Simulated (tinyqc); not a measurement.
Conductance of a narrow metal strip with scatterers (square lattice, Green functions), step by step. Values are carried at full precision from step to step, so a last printed digit may differ when a step is redone from the rounded ones.

A strip of W sites across with hard walls, site energy 0 and hopping -t. Mode n = 1 to W has profile chi_n(j) = sqrt(2/(W + 1)) sin(n j pi/(W + 1)) and energy en = -2t cos(n pi/(W + 1)); E = en - 2t cos(kn a). With z_n = exp(i kn a) (Im k > 0 for closed modes, |z| < 1) each lead gives the self-energy -t z_n in mode n. One column carries the site energies v, here a notch at the edge (a site raised out of reach). In the mode basis V_nm = sum_j chi_n(j) v_j chi_m(j), G = (E - en + 2 t z_n - V)^-1, and t_nm = 2t sqrt(sin(kn a) sin(km a)) G_nm in size for open modes. T = sum |t_nm|^2, conductance (2e^2/h) T.

Constants: e^2/h = 3.874045865e-05 S.

Inputs chosen for the exercise (hopping and spacing of the size met in Cu or Al; the lattice is a model; not measured data): t = 0.95 eV (hopping); a = 2.82 angstrom (spacing); W = 5 (sites across); E = -0.54 eV (Fermi energy); v = (50, 0, 0, 0, 0) eV (site energies in the scattering column).

## Modes at the Fermi energy

For each n: en, cos(kn a) = (en - E)/(2t), z_n and the velocity 2 t a sin(kn a) (zero if closed).

Modes:
```
n  en (eV)  cos(k a)                  z  dE/dk (eV angstrom)
1  -1.6454  -0.58181  -0.58181+0.81332i               4.3578
2  -0.9500  -0.21579  -0.21579+0.97644i               5.2318
3   0.0000   0.28421   0.28421+0.95876i               5.1370
4   0.9500   0.78421   0.78421+0.62049i               3.3246
5   1.6454   1.15024            0.58187               0.0000
```

4 of 5 modes are open, so the clean strip has a resistance of 3227 ohm, whatever its length.

## The scatterer in the mode basis

Form V_nm.

V (eV), lower triangle:
```
        n=1      n=2      n=3      n=4     n=5
n=1  4.1667
n=2  7.2169  12.5000
n=3  8.3333  14.4338  16.6667
n=4  7.2169  12.5000  14.4338  12.5000
n=5  4.1667   7.2169   8.3333   7.2169  4.1667
```

A single site couples every mode that has amplitude on it.

## Green function and transmission

E - en + 2 t z_n = 2t (z_n - cos(kn a)). Invert, form |t_nm|^2 = (2t)^2 Im(z_n) Im(z_m) |G_nm|^2 and sum. The added resistance is 1/(2 (e^2/h) T) less the same for the clean strip.

G (1/eV):
```
                 n=1              n=2              n=3              n=4              n=5
n=1  -0.0097-0.5889i  -0.0140+0.0839i  -0.0164+0.0987i  -0.0220+0.1321i   0.0832+0.0139i
n=2  -0.0140+0.0839i  -0.0202-0.4179i  -0.0237+0.1424i  -0.0317+0.1905i   0.1201+0.0200i
n=3  -0.0164+0.0987i  -0.0237+0.1424i  -0.0279-0.3815i  -0.0373+0.2241i   0.1412+0.0235i
n=4  -0.0220+0.1321i  -0.0317+0.1905i  -0.0373+0.2241i  -0.0499-0.5484i   0.1890+0.0315i
n=5   0.0832+0.0139i   0.1201+0.0200i   0.1412+0.0235i   0.1890+0.0315i  -0.9062-0.1191i
```

|t_nm|^2, lower triangle:
```
        n=1     n=2     n=3     n=4  n=5
n=1  0.8285
n=2  0.0208  0.6026
n=3  0.0282  0.0704  0.4856
n=4  0.0327  0.0816  0.1108  0.4214
n=5       0       0       0       0    0
```

T = 3.0270
added resistance = 1037 ohm

Mode 4 passes least (0.647) and mode 1 most (0.910); 22.8 % of the transmitted flux changes mode.

## Checks

- Transmitted plus reflected flux against the number of open modes: both 4.00000.

tinyqc: `OMP_NUM_THREADS=1 python tinyqc.py 1452556 1452557 out.jsonl`; about 0.01 s, one thread, shared Intel(R) Xeon(R) Processor @ 2.30GHz.
